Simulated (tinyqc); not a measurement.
# Floating body of a partially depleted SOI transistor: body voltage and kink: what changes with what

Source at 0 V. Channel current Ic = 2 nf K Vt^2 [F(0) - F(Vd)](1 + la Vd), F(V) = ln^2(1 + exp((Vg - VT - nf V)/(2 nf Vt))), VT = VT0 - gb Vb. Saturation voltage Vs = 2 Vt sqrt(F(0)) + 3 Vt, excess Ve = (Vd - Vs + sqrt((Vd - Vs)^2 + 0.0004 V^2))/2, multiplication M1 = Ai Ve exp(-Bl/Ve). Each junction passes D(v) = J1 (exp(v/Vt) - 1) + J2 (exp(v/(2 Vt)) - 1). Bipolar current Ib = bb J1 (exp(Vb/Vt) - 1). The body settles where M1 (Ic + Ib) = D(Vb) + D(Vb - Vd) + Vb/Rb; drain current Id = (1 + M1)(Ic + Ib) - D(Vb - Vd).

Parameters, values chosen for the exercise; values of the order met in partially depleted silicon-on-insulator transistors: temperature T = 300 K; threshold at zero body voltage VT0 = 0.34 V; fall of the threshold per volt of body voltage gb = 0.11; slope factor nf = 1.34; gain factor per width K = 320 uA/(V^2 um); channel-length modulation factor la = 0.06 1/V; impact-ionisation prefactor Ai = 1.06 1/V; impact-ionisation voltage Bl = 7.7 V; diffusion saturation current of each junction J1 = 1.2e-13 uA/um; recombination saturation current of each junction J2 = 6.1e-9 uA/um; gain of the lateral bipolar transistor on the diffusion current bb = 0; resistance of a weak body tie to the source (1e9 stands for no tie, and the term is then dropped) Rb = 1e9 kohm um; gate voltage Vg = 0.31 V; drain voltage Vd = 2.2 V.

Constants: q = 1.602176634e-19 C, kB = 1.380649e-23 J/K, Vt = kB T/q. Results are converted to the units shown.

Each table varies one quantity; the others keep the values above.

## Output curve and kink

Rows with more than one solution for Vb (latch) are left out; dId/dVd by a forward difference over 1e-4 V, swing = 1e-4 V over the change of log10 Id; M1 under 1e-12 is printed as 0.

Result of one run:
```
Vd (V)  Vb (V)        M1  Id, floating (uA/um)  Id, grounded (uA/um)  ratio  dId/dVd, floating (uS/um)  dId/dVd, grounded (uS/um)
1.6     0.6277  0.008277                0.6514                0.1584  4.111                     0.2286                    0.01463
```

What becomes of these results when the drain voltage Vd is changed from 1.6 to 1.4 V, all else the same?

Result of the changed run:
```
Vd (V)  Vb (V)        M1  Id, floating (uA/um)  Id, grounded (uA/um)  ratio  dId/dVd, floating (uS/um)  dId/dVd, grounded (uS/um)
1.4     0.5968  0.003163                0.6024                0.1558  3.866                     0.2671                    0.01164
```

The whole series:
```
Vd (V)  Vb (V)        M1  Id, floating (uA/um)  Id, grounded (uA/um)  ratio  dId/dVd, floating (uS/um)  dId/dVd, grounded (uS/um)
0.8     0.3211  9.485e-6                0.3221                0.1501  2.146                     0.7364                   0.008624
1       0.4713  1.445e-4                0.4527                0.1519  2.981                     0.5470                   0.008883
1.2     0.5509  8.765e-4                0.5412                0.1537  3.521                     0.3567                   0.009769
1.4     0.5968  0.003163                0.6024                0.1558  3.866                     0.2671                    0.01164
1.6     0.6277  0.008277                0.6514                0.1584  4.111                     0.2286                    0.01463
1.8     0.6506   0.01754                0.6955                0.1618  4.300                     0.2159                    0.01872
2       0.6686   0.03209                0.7388                0.1660  4.451                     0.2189                    0.02374
2.2     0.6832   0.05283                0.7838                0.1713  4.576                     0.2326                    0.02949
```

Vb rises from 0.321 to 0.683 V and the ratio of the currents rises from 2.15 to 4.58. The output conductance with a floating body exceeds the grounded value by the largest factor among the rows, 85.4, at Vd = 0.8 V, where Vb = 0.321 V and M1 = 9.48e-6.

## Transfer curve and swing

Same model as above.

Results:
columns A: Vg (V); B: Vb (V); C: M1; D: Id, floating (uA/um); E: Id, grounded (uA/um); F: ratio; G: swing, floating (mV/decade); H: swing, grounded (mV/decade)
```
A           B        C         D         E      F      G      H
-0.11  0.1701  0.05977  2.695e-6  1.573e-6  1.713  67.88  80.14
-0.01  0.3426  0.05971  8.263e-5  2.798e-5  2.954  67.35  80.04
0.09   0.5014  0.05940  0.002339  4.914e-4  4.760  71.63  80.85
0.29   0.6732  0.05403    0.5317    0.1076  4.942  113.8  96.73
0.39   0.7136  0.04723     2.718    0.8532  3.186  179.7  132.9
0.49   0.7365  0.03968     7.658     3.507  2.184  275.5  203.5
0.59   0.7500  0.03262     15.48     8.902  1.739  386.4  300.5
0.69   0.7582  0.02639     26.08     17.12  1.523  502.8  410.6
```

Estimate the missing row, Vg = 0.19 V.

Computed row:
columns A: Vg (V); B: Vb (V); C: M1; D: Id, floating (uA/um); E: Id, grounded (uA/um); F: ratio; G: swing, floating (mV/decade); H: swing, grounded (mV/decade)
```
A          B        C        D         E      F      G      H
0.19  0.6064  0.05803  0.04739  0.008108  5.845  83.23  84.21
```

With this row back in the table: Vb rises from 0.170 to 0.758 V. The smallest swing among the rows is 67.3 mV a decade with a floating body (at Vg = -0.01 V) and 80.0 with a grounded one; Vt ln 10 = 59.5. The floating swing is smaller by more than 3 % for Vg = -0.11, -0.01, 0.09 V, where the rising Vb lowers the threshold as Vg rises. In the first row the floating body raises the current by a factor of 1.71.

Range of the model: The multiplication law is an empirical form chosen for the exercise; self-heating and capacitive coupling to the body are left out, and the linear laws are rough once Vb passes about 0.7 V or M1 about 0.1.

Program tinyqc, `OMP_NUM_THREADS=1 python tinyqc.py 2182234 2182235 out.jsonl`; Intel Xeon 2.30GHz, shared host, one thread, about 0.2 s.
